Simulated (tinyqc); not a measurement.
Worked calculation: Jacobi rotations on a symmetric matrix. Computed by tinyqc, a small Python program that keeps every step. Settings: method = jacobi. Command: `OMP_NUM_THREADS=1 python tinyqc.py 25565 25566 out.jsonl` (the two numbers bound the seeds that draw the settings). One thread of a shared host (Intel(R) Xeon(R) Processor @ 2.60GHz), about 0.01 s of CPU time with the checks.

## Jacobi rotation 1

A:
```
           1          2          3          4          5          6
1   0.619000   0.229000   0.150000  -0.191000   0.265000   0.212000
2   0.229000   0.659000   0.089000  -0.256000   0.106000  -0.035000
3   0.150000   0.089000   0.939000  -0.104000  -0.258000  -0.188000
4  -0.191000  -0.256000  -0.104000   1.290000   0.213000  -0.091000
5   0.265000   0.106000  -0.258000   0.213000   3.861000  -0.096000
6   0.212000  -0.035000  -0.188000  -0.091000  -0.096000   5.116000
```

Take the largest off-diagonal element A_pq; tan 2 theta = 2 A_pq / (A_qq - A_pp) with |theta| <= pi/4; A' = J^T A J with J_pp = J_qq = cos, J_pq = sin, J_qp = -sin.

p, q, theta (rad): 1.000000  5.000000  0.081023

A':
```
           1          2          3          4          5          6
1   0.597482   0.219670   0.170389  -0.207612   0.000000   0.219074
2   0.219670   0.659000   0.089000  -0.256000   0.124186  -0.035000
3   0.170389   0.089000   0.939000  -0.104000  -0.245013  -0.188000
4  -0.207612  -0.256000  -0.104000   1.290000   0.196843  -0.091000
5   0.000000   0.124186  -0.245013   0.196843   3.882518  -0.078527
6   0.219074  -0.035000  -0.188000  -0.091000  -0.078527   5.116000
```

## Jacobi rotation 2

As before.

p, q, theta (rad): 2.000000  4.000000  -0.340830

A':
```
           1          2          3          4          5          6
1   0.597482   0.137635   0.170389  -0.269099   0.000000   0.219074
2   0.137635   0.568204   0.049116   0.000000   0.182841  -0.063405
3   0.170389   0.049116   0.939000  -0.127768  -0.245013  -0.188000
4  -0.269099   0.000000  -0.127768   1.380796   0.144008  -0.074066
5   0.000000   0.182841  -0.245013   0.144008   3.882518  -0.078527
6   0.219074  -0.063405  -0.188000  -0.074066  -0.078527   5.116000
```

## All rotations

The off-diagonal norm falls at every rotation.

Rotations:
```
step    p    q      theta  off-diagonal norm
1       1    5   0.081023           9.14e-01
2       2    4  -0.340830           8.39e-01
3       1    4  -0.301000           7.48e-01
4       3    5  -0.082482           6.63e-01
5       3    6  -0.046050           6.04e-01
6       1    6   0.039212           5.47e-01
7       2    5   0.053230           4.85e-01
8       3    4  -0.270662           4.24e-01
9       4    5   0.059418           3.73e-01
10      1    3   0.319827           3.22e-01
11      4    6  -0.033220           2.73e-01
...   ...  ...        ...                ...
38      2    4  -4.78e-06           6.14e-06
39      3    4  -0.000007           1.43e-06
40      2    5   2.32e-07           9.35e-07
41      4    6  -1.56e-07           4.78e-07
42      3    5   9.42e-08           2.63e-07
43      1    4   1.62e-07           5.70e-08
44      2    3  -1.23e-07           1.46e-08
45      4    5   2.91e-09           1.07e-08
46      5    6  -4.69e-09           7.05e-09
47      1    3   6.57e-09           4.94e-09
48      1    6  -7.34e-10           1.52e-10
```

eigenvalues: 0.385113  0.609709  0.925760  1.504666  3.917563  5.141190
